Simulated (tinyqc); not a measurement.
What each parameter does: three-band tight binding of a dichalcogenide monolayer.

Basis dz2, dxy, dx2-y2 on a triangular lattice, nearest neighbours; alpha = kx a/2, beta = sqrt3 ky a/2. h0 = e1 + 2 t0 (cos 2alpha + 2 cos alpha cos beta); h1 = -2 sqrt3 t2 sin alpha sin beta + 2i t1 (sin 2alpha + sin alpha cos beta); h2 = 2 t2 (cos 2alpha - cos alpha cos beta) + 2i sqrt3 t1 cos alpha sin beta; h11 = e2 + 2 t11 cos 2alpha + (t11 + 3 t22) cos alpha cos beta; h22 = e2 + 2 t22 cos 2alpha + (3 t11 + t22) cos alpha cos beta; h12 = sqrt3 (t22 - t11) sin alpha sin beta + 4i t12 sin alpha (cos alpha - cos beta) + i lam sz. H = [[h0, h1, h2], [., h11, h12], [., ., h22]], Hermitian; the lowest band of each spin is filled. K = (4 pi/3a, 0), M = (pi/a, pi/(sqrt3 a)).

Constants: hbar^2/2m0 = 3.80998211 eV angstrom^2.

Values chosen for the exercise (near a published set for monolayer MoTe2; not measured data): a = 3.552 angstrom (lattice constant); e1 = 0.6 eV (level of dz2); e2 = 1.983 eV (level of dxy and dx2-y2); t0 = -0.172 eV (hopping); t1 = 0.233 eV (hopping); t2 = 0.398 eV (hopping); t11 = 0.212 eV (hopping); t12 = 0.24 eV (hopping); t22 = 0.253 eV (hopping); lam = 0.109 eV (spin-orbit constant).

Spin up: gap at K, Ev(K) - Ev(Gamma), and masses at K by central differences along kx with step 0.002 1/angstrom, c = hbar^2/2m0.

Results for these values:
```
case  gap at K (eV)  K - Gamma (eV)  m_c (m0)  m_v (m0)
base         0.9686          0.5794     0.444     0.600
```

What happens to each result for t22 = 0.283 eV, all else kept?

Answer: gap at K rises from 0.9686 to 1.0136; K - Gamma falls from 0.5794 to 0.5344; m_c rises from 0.444 to 0.480; m_v rises from 0.600 to 0.670.

The same for each parameter in turn:
```
case            gap at K (eV)  K - Gamma (eV)  m_c (m0)  m_v (m0)
base                   0.9686          0.5794     0.444     0.600
e1 = 0.57 eV           0.9386          0.6094     0.422     0.565
t1 = 0.203 eV          0.9686          0.5794     0.510     0.686
t22 = 0.283 eV         1.0136          0.5344     0.480     0.670
t11 = 0.182 eV         0.9236          0.6244     0.411     0.534
t2 = 0.368 eV          0.9686          0.5794     0.495     0.764
e2 = 2.013 eV          0.9386          0.6094     0.422     0.565
```

t1 and t2 couple dz2 to the other orbitals and vanish at K and Gamma, so only the masses feel them.

(tinyqc, `OMP_NUM_THREADS=1 python tinyqc.py 1481004 1481005 out.jsonl`, Intel(R) Xeon(R) Processor @ 2.30GHz, 1 thread, shared host, about 0.01 s.)
